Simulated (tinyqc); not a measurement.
Precursor delivery by bubblers, mass-transport growth and the solid composition of a III-V alloy: one step, computed by the program tinyqc.

1 sccm = 44.615 micromol/min; 1 torr = 133.322 Pa. The sources decompose fully at the surface.

Problem. Bubblers. log10 p_v = a - b/T_bath; molar flow = F x 44.615 x p_v/(p_b - p_v) for a saturated bubbler.

Inputs (values chosen for the exercise, modelled on trimethylgallium (source 1) and trimethylindium (source 2) for the vapour pressures): bath temperature T1 = 263 K; bath temperature T2 = 295 K; bubbler pressure p_b = 760 torr; carrier flow F1 = 4.6 sccm; carrier flow F2 = 220 sccm.

constants a, b of source 1 (log10 torr, K): [8.087, 1703]

constants a, b of source 2 (log10 torr, K): [10.53, 3014]

Give: vapour pressure 1; molar flow 1; vapour pressure 2; molar flow 2.

Solution.

vapour pressure 1 = 40.90 torr

molar flow 1 = 11.67 micromol/min

vapour pressure 2 = 2.056 torr

molar flow 2 = 26.63 micromol/min

One kelvin of bath error changes flow 1 by 6.0 % and flow 2 by 8.0 %.
